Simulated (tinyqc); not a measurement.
sp3s* tight binding: one step. Phase sums. Two cases, with inputs chosen for the exercise.

Question. Form g0 to g3 at this k.

sp3s* tight binding, nearest neighbours only: anion (a) at 0, cation (c) at a/4 (1,1,1), orbitals s, px, py, pz, s* on each; k in units of 2 pi/a. With phases e_j = exp(i (pi/2) k.n_j) for n = (1,1,1), (1,-1,-1), (-1,1,-1), (-1,-1,1): g0 = (e1+e2+e3+e4)/4, g1 = (e1+e2-e3-e4)/4, g2 = (e1-e2+e3-e4)/4, g3 = (e1-e2-e3+e4)/4. The diagonal holds the levels Esa, Epa, Exa (s*) and Esc, Epc, Exc. Anion-cation block: <sa|sc> = Vss g0; <sa|xc> = Vsapc g1; <xa|sc> = -Vscpa g1; <xa|xc> = Vxx g0; <xa|yc> = <ya|xc> = Vxy g3, <xa|zc> = <za|xc> = Vxy g2, <ya|zc> = <za|yc> = Vxy g1; <s*a|xc> = Vxapc g1; <xa|s*c> = -Vpaxc g1; y and z take g2 and g3 in place of g1; s-s* and s*-s* vanish.

Case 1.

Values chosen (out of a larger set: near a published set for Ge, fitted to gaps, whose masses and valley positions are rough; spin-orbit coupling, where it is added without a refit, lifts the valence top and shrinks all gaps by about a third of the splitting; not measured data): k = (0.15, 0.15, 0.15) 2 pi/a (wave vector).

Case 2.

Values chosen (out of a larger set: near a published set for Si, fitted to gaps, whose masses and valley positions are rough; not measured data): k = (0.57, 0, 0) 2 pi/a (wave vector).

Give: g0, g1, g2, g3.

Answer.

Case 1.

g0, g1, g2, g3: 0.91938-0.01272i  -0.05299+0.22072i  -0.05299+0.22072i  -0.05299+0.22072i

Case 2.

g0, g1, g2, g3: 0.62524  0.78043i  0.00000  0.00000

Computed by tinyqc, one run a case: `OMP_NUM_THREADS=1 python tinyqc.py N N+1 out.jsonl` with N = 1481489, 1481626; one thread of a shared Intel(R) Xeon(R) Processor @ 2.30GHz, about 0.2 s a run at most.
